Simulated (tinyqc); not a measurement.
# Capacitance measurement on a leaky thin oxide: effects of series resistance and leakage: effect of the gate area

The device is a capacitance C in parallel with a leakage conductance G, in series with Rs and Ls. An impedance meter reports either a parallel pair (Cp, Gp) from Y = 1/Z = Gp + i w Cp or a series pair (Cs, Rm) from Z = Rm + 1/(i w Cs); w = 2 pi f, dissipation D = Gp/(w |Cp|).

EOT = 3.9 tox/eox; CET = EOT + zc + zp; C = 3.9 eps0 A/CET; G = Jg A/Vs. Z = Rs + i w Ls + 1/(G + i w C); CET read from Cp = 3.9 eps0 A/Cp; errors under 0.001 % are printed as 0. Rs is held fixed.

Parameters, values chosen for the exercise; values of the order met in thin-oxide MOS capacitors: relative permittivity of the gate insulator (close to silicon dioxide) eox = 3.9; insulator thickness tox = 1.2 nm; oxide-equivalent thickness added by the accumulation layer zc = 0.27 nm; oxide-equivalent thickness added by gate depletion zp = 0 nm; gate leakage current density, not matched to the thickness Jg = 1 A/cm^2; voltage for an e-fold rise of the leakage Vs = 0.28 V; series resistance Rs = 61 ohm; series inductance Ls = 44 nH; measuring frequency f = 1e5 Hz.

Constants: eps0 = 8.8541878128e-14 F/cm where lengths are in cm. Results are converted to the units shown.

Result of one run:

| C (pF) | Cp (pF) | Cs (pF) | D | error of Cp (%) | error of Cs (%) | CET read from Cp (nm) |
|---|---|---|---|---|---|---|
| 117.45 | 114.93 | 805.16 | 2.4506 | -2.15 | 586 | 1.5022 |

Which gate area A gave this result: 200, 600, 2000, 5000 or 10000 um^2?

A = 5000 um^2.

The whole series:

| A (um^2) | C (pF) | Cp (pF) | Cs (pF) | D | error of Cp (%) | error of Cs (%) | CET read from Cp (nm) |
|---|---|---|---|---|---|---|---|
| 20 | 0.46981 | 0.46977 | 3.2206 | 2.4198 | -8.72e-3 | 586 | 1.4701 |
| 70 | 1.6443 | 1.6438 | 11.272 | 2.4202 | -0.0305 | 586 | 1.4704 |
| 200 | 4.6981 | 4.6940 | 32.206 | 2.4210 | -0.0871 | 586 | 1.4713 |
| 600 | 14.094 | 14.058 | 96.618 | 2.4234 | -0.261 | 586 | 1.4738 |
| 2000 | 46.981 | 46.574 | 322.06 | 2.4321 | -0.866 | 586 | 1.4828 |
| 5000 | 117.45 | 114.93 | 805.16 | 2.4506 | -2.15 | 586 | 1.5022 |
| 10000 | 234.91 | 224.97 | 1610.3 | 2.4815 | -4.23 | 586 | 1.5349 |
| 40000 | 939.63 | 794.09 | 6441.9 | 2.6669 | -15.5 | 586 | 1.7394 |

As A goes from 20 to 40000, the error of Cp goes from -0.00872 to -15.5 %, that of Cs from 586 to 586 %, and D rises from 2.42 to 2.67. The CET read from Cp goes from 1.47 to 1.74 nm against the true 1.47 nm. G/(w C) does not depend on the area, while G Rs and w C Rs and w^2 Ls C grow with it. In every row D exceeds 1, where the accuracy of real meters degrades in proportion to sqrt(1 + D^2).

Program tinyqc, `OMP_NUM_THREADS=1 python tinyqc.py 2022106 2022107 out.jsonl`; Intel Xeon 2.30GHz, shared host, one thread, about 0.01 s.
